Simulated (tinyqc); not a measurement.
Tight binding, dimerised chain, step by step. One step of it, computed by the program tinyqc.

Problem. Bloch Hamiltonian at k. H_AA = +delta, H_BB = -delta, H_AB = -t1 - t2 exp(-i k a).

Parameters chosen for this model:

| parameter | value | unit |
|---|---|---|
| t1 | 1.520000 | eV, inside the cell |
| t2 | 1.940000 | eV, between cells |
| delta | 0 | eV, +/- on the two sites |

k point k (2 pi / a): 0.160000

Give: H(k) at k.

Solution.

H(k) at k (eV):
```
               A              B
A          0.000  -2.560+1.638i
B  -2.560-1.638i          0.000
```
